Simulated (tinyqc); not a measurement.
G0W0 on RHF in the sto-6g basis, for BeH2, spin multiplicity 1, step by step. One step of it, computed by the program tinyqc.

Problem. Integrals over molecular orbitals. (pq|rs) = sum C_ip C_jq C_kr C_ls (ij|kl), one index at a time.

coefficients C, order 1Be 1s, 1Be 2s, 1Be 2px, 1Be 2py, 1Be 2pz, 2H 1s, 3H 1s:
$$\begin{pmatrix}
0.994748 & -0.202690 & -0.003709 & 0.000000 & 0.000000 & -0.217155 & 0.001323 \\
0.020852 & 0.595550 & 0.012052 & 0.000000 & 0.000000 & 1.071606 & -0.010176 \\
0.000000 & 0.000000 & 0.000000 & 0.962731 & -0.270459 & 0.000000 & 0.000000 \\
-0.000016 & -0.009379 & 0.495531 & 0.000000 & 0.000000 & 0.005701 & 1.235412 \\
0.000000 & 0.000000 & 0.000000 & 0.270459 & 0.962731 & 0.000000 & 0.000000 \\
-0.002517 & 0.388050 & 0.436842 & 0.000000 & 0.000000 & -0.735818 & -0.840882 \\
-0.002519 & 0.404324 & -0.420919 & 0.000000 & 0.000000 & -0.728454 & 0.854641
\end{pmatrix}$$

core Hamiltonian H = T + V (hartree), order 1Be 1s, 1Be 2s, 1Be 2px, 1Be 2py, 1Be 2pz, 2H 1s, 3H 1s:
$$\begin{pmatrix}
-8.631950 & -2.032860 & 0.000000 & 0.000148 & 0.000000 & -0.366394 & -0.373064 \\
-2.032860 & -2.740838 & 0.000000 & 0.000869 & 0.000000 & -0.998222 & -1.008061 \\
0.000000 & 0.000000 & -2.237073 & 0.000000 & 0.000000 & 0.000000 & 0.000000 \\
0.000148 & 0.000869 & 0.000000 & -2.424665 & 0.000000 & -1.102597 & 1.110903 \\
0.000000 & 0.000000 & 0.000000 & 0.000000 & -2.237073 & 0.000000 & 0.000000 \\
-0.366394 & -0.998222 & 0.000000 & -1.102597 & 0.000000 & -2.006289 & -0.062352 \\
-0.373064 & -1.008061 & 0.000000 & 1.110903 & 0.000000 & -0.062352 & -2.013224
\end{pmatrix}$$

Two-electron integrals (ij|kl) in chemists' order, unique and non-zero (hartree):
```
(11|11) 2.299996    (21|11) 0.361879    (21|21) 0.071926    (22|11) 0.570332
(22|21) 0.139654    (22|22) 0.417773    (31|31) 0.015252    (32|31) 0.022555
(32|32) 0.092340    (33|11) 0.570332    (33|21) 0.139654    (33|22) 0.417773
(33|33) 0.450117    (41|41) 0.015252    (42|41) 0.022555    (42|42) 0.092340
(43|43) 0.024258    (44|11) 0.570332    (44|21) 0.139654    (44|22) 0.417773
(44|33) 0.401601    (44|44) 0.450117    (51|51) 0.015252    (52|51) 0.022555
(52|52) 0.092340    (53|53) 0.024258    (54|54) 0.024258    (55|11) 0.570332
(55|21) 0.139654    (55|22) 0.417773    (55|33) 0.401601    (55|44) 0.401601
(55|55) 0.450117    (61|11) 0.066106    (61|21) 0.012773    (61|22) 0.024751
(61|33) 0.024547    (61|41) 0.001267    (61|42) 0.002475    (61|44) 0.025161
(61|55) 0.024547    (61|61) 0.002400    (62|11) 0.171895    (62|21) 0.042837
(62|22) 0.141083    (62|33) 0.135616    (62|41) 0.005948    (62|42) 0.036094
(62|44) 0.152018    (62|55) 0.135616    (62|61) 0.008443    (62|62) 0.073274
(63|31) 0.003954    (63|32) 0.018417    (63|43) 0.006120    (63|63) 0.006377
(64|11) 0.189439    (64|21) 0.047772    (64|22) 0.164224    (64|33) 0.154592
(64|41) 0.009565    (64|42) 0.056120    (64|44) 0.183488    (64|55) 0.154592
(64|61) 0.009847    (64|62) 0.096745    (64|64) 0.131346    (65|51) 0.003954
(65|52) 0.018417    (65|54) 0.006120    (65|65) 0.006377    (66|11) 0.340716
(66|21) 0.086567    (66|22) 0.319121    (66|33) 0.296387    (66|41) 0.013583
(66|42) 0.107625    (66|44) 0.364591    (66|55) 0.296387    (66|61) 0.017576
(66|62) 0.214203    (66|64) 0.299347    (66|66) 0.774999    (71|11) 0.067324
(71|21) 0.013007    (71|22) 0.025201    (71|33) 0.024993    (71|41) -0.001290
(71|42) -0.002518   (71|44) 0.025618    (71|55) 0.024993    (71|61) 0.002210
(71|62) 0.007103    (71|64) 0.007641    (71|66) 0.014210    (71|71) 0.002489
(72|11) 0.173790    (72|21) 0.043302    (72|22) 0.142470    (72|33) 0.136961
(72|41) -0.006015   (72|42) -0.036405   (72|44) 0.153486    (72|55) 0.136961
(72|61) 0.007051    (72|62) 0.037088    (72|64) 0.039675    (72|66) 0.079419
(72|71) 0.008689    (72|72) 0.074501    (73|31) 0.004013    (73|32) 0.018652
(73|43) -0.006185   (73|63) 0.002493    (73|73) 0.006514    (74|11) -0.191117
(74|21) -0.048191   (74|22) -0.165511   (74|33) -0.155801   (74|41) 0.009679
(74|42) 0.056615    (74|44) -0.184931   (74|55) -0.155801   (74|61) -0.007568
(74|62) -0.039570   (74|64) -0.041028   (74|66) -0.084021   (74|71) -0.010115
(74|72) -0.098198   (74|74) 0.133138    (75|51) 0.004013    (75|52) 0.018652
(75|54) -0.006185   (75|65) 0.002493    (75|75) 0.006514    (76|11) 0.010424
(76|21) 0.002530    (76|22) 0.007632    (76|33) 0.007480    (76|41) 6.85e-07
(76|42) 0.000005    (76|44) 0.007936    (76|55) 0.007480    (76|61) 0.000452
(76|62) 0.002741    (76|64) 0.003282    (76|66) 0.006649    (76|71) 0.000460
(76|72) 0.002761    (76|74) -0.003298   (76|76) 0.000143    (77|11) 0.342441
(77|21) 0.086998    (77|22) 0.320326    (77|33) 0.297475    (77|41) -0.013707
(77|42) -0.108162   (77|44) 0.366030    (77|55) 0.297475    (77|61) 0.014021
(77|62) 0.078896    (77|64) 0.083675    (77|66) 0.171467    (77|71) 0.017990
(77|72) 0.216158    (77|74) -0.301643   (77|76) 0.006649    (77|77) 0.774999
```

Give: one-electron integrals over orbitals h = C^T H C; Two-electron integrals over orbitals.

Solution.

one-electron integrals over orbitals h = C^T H C (hartree):
$$\begin{pmatrix}
-8.6232 & 0.2094 & 0.0039 & 0.0000 & 0.0000 & 0.2121 & -0.0012 \\
0.2094 & -2.3155 & 0.0011 & 0.0000 & 0.0000 & -0.2457 & 0.0067 \\
0.0039 & 0.0011 & -2.2534 & 0.0000 & 0.0000 & -0.0079 & -0.3112 \\
0.0000 & 0.0000 & 0.0000 & -2.2371 & 0.0000 & 0.0000 & 0.0000 \\
0.0000 & 0.0000 & 0.0000 & 0.0000 & -2.2371 & 0.0000 & 0.0000 \\
0.2121 & -0.2457 & -0.0079 & 0.0000 & 0.0000 & -1.9169 & -0.0003 \\
-0.0012 & 0.0067 & -0.3112 & 0.0000 & 0.0000 & -0.0003 & -1.8633
\end{pmatrix}$$

Two-electron integrals over orbitals (pq|rs), unique and non-zero (hartree):
```
(11|11) 2.2810      (21|11) -0.1882     (21|21) 0.0244      (22|11) 0.4615
(22|21) -0.0057     (22|22) 0.3768      (31|11) -0.0035     (31|21) 3.45e-04
(31|22) -0.0006     (31|31) 0.0052      (32|11) 2.07e-04    (32|21) -2.92e-04
(32|22) -0.0067     (32|31) 0.0112      (32|32) 0.1602      (33|11) 0.4237
(33|21) -0.0021     (33|22) 0.3885      (33|31) 3.67e-04    (33|32) 0.0055
(33|33) 0.4121      (41|41) 0.0160      (42|41) 0.0147      (42|42) 0.0470
(43|41) 2.76e-04    (43|42) 0.0006      (43|43) 0.0127      (44|11) 0.5701
(44|21) -0.0069     (44|22) 0.3543      (44|31) -1.23e-04   (44|32) 2.55e-05
(44|33) 0.3371      (44|44) 0.4501      (51|51) 0.0160      (52|51) 0.0147
(52|52) 0.0470      (53|51) 2.76e-04    (53|52) 0.0006      (53|53) 0.0127
(54|54) 0.0243      (55|11) 0.5701      (55|21) -0.0069     (55|22) 0.3543
(55|31) -1.23e-04   (55|32) 2.55e-05    (55|33) 0.3371      (55|44) 0.4016
(55|55) 0.4501      (61|11) -0.2006     (61|21) 0.0267      (61|22) -0.0063
(61|31) 0.0005      (61|32) 5.83e-05    (61|33) -0.0029     (61|44) -0.0055
(61|55) -0.0055     (61|61) 0.0292      (62|11) 0.1397      (62|21) -0.0065
(62|22) -0.0162     (62|31) -6.01e-05   (62|32) 0.0020      (62|33) -0.0414
(62|44) 0.0667      (62|55) 0.0667      (62|61) -0.0058     (62|62) 0.0832
(63|11) 0.0039      (63|21) -1.31e-04   (63|22) 0.0034      (63|31) -4.88e-04
(63|32) -0.0920     (63|33) -0.0043     (63|44) 0.0020      (63|55) 0.0020
(63|61) -1.34e-04   (63|62) 0.0009      (63|63) 0.0861      (64|41) 0.0163
(64|42) 0.0467      (64|43) 0.0010      (64|64) 0.0502      (65|51) 0.0163
(65|52) 0.0467      (65|53) 0.0010      (65|65) 0.0502      (66|11) 0.4720
(66|21) -0.0072     (66|22) 0.3787      (66|31) -2.25e-05   (66|32) 0.0013
(66|33) 0.3894      (66|44) 0.3561      (66|55) 0.3561      (66|61) -0.0075
(66|62) -0.0264     (66|63) -0.0016     (66|66) 0.3955      (71|11) 0.0013
(71|21) -3.68e-04   (71|22) -0.0007     (71|31) 0.0099      (71|32) 0.0177
(71|33) 0.0007      (71|44) 2.38e-05    (71|55) 2.38e-05    (71|61) -8.01e-05
(71|62) 1.04e-04    (71|63) 2.26e-04    (71|66) 2.31e-04    (71|71) 0.0189
(72|11) -0.0035     (72|21) 3.17e-05    (72|22) 0.0018      (72|31) 0.0044
(72|32) -0.0407     (72|33) -0.0008     (72|44) -0.0016     (72|55) -0.0016
(72|61) 1.51e-04    (72|62) -0.0028     (72|63) 0.0630      (72|66) 8.40e-05
(72|71) 0.0082      (72|72) 0.0580      (73|11) 0.1499      (73|21) -0.0039
(73|22) -0.0006     (73|31) 4.49e-05    (73|32) 1.65e-04    (73|33) -0.0183
(73|44) 0.0694      (73|55) 0.0694      (73|61) -0.0035     (73|62) 0.0788
(73|63) 0.0028      (73|66) -0.0195     (73|71) 2.16e-04    (73|72) -0.0013
(73|73) 0.0872      (74|41) -1.13e-04   (74|42) -0.0006     (74|43) 0.0133
(74|64) -2.32e-04   (74|74) 0.0169      (75|51) -1.13e-04   (75|52) -0.0006
(75|53) 0.0133      (75|65) -2.32e-04   (75|75) 0.0169      (76|11) 1.41e-04
(76|21) -1.97e-04   (76|22) -0.0055     (76|31) 0.0099      (76|32) 0.1403
(76|33) 0.0055      (76|44) -7.85e-05   (76|55) -7.85e-05   (76|61) 1.10e-04
(76|62) 0.0015      (76|63) -0.0907     (76|66) 0.0016      (76|71) 0.0162
(76|72) -0.0482     (76|73) -1.39e-04   (76|76) 0.1364      (77|11) 0.5490
(77|21) -0.0072     (77|22) 0.4033      (77|31) -2.41e-04   (77|32) -0.0022
(77|33) 0.4195      (77|44) 0.3788      (77|55) 0.3788      (77|61) -0.0075
(77|62) -0.0200     (77|63) 0.0010      (77|66) 0.4135      (77|71) -1.22e-04
(77|72) 0.0010      (77|73) 0.0021      (77|76) -0.0016     (77|77) 0.4572
```
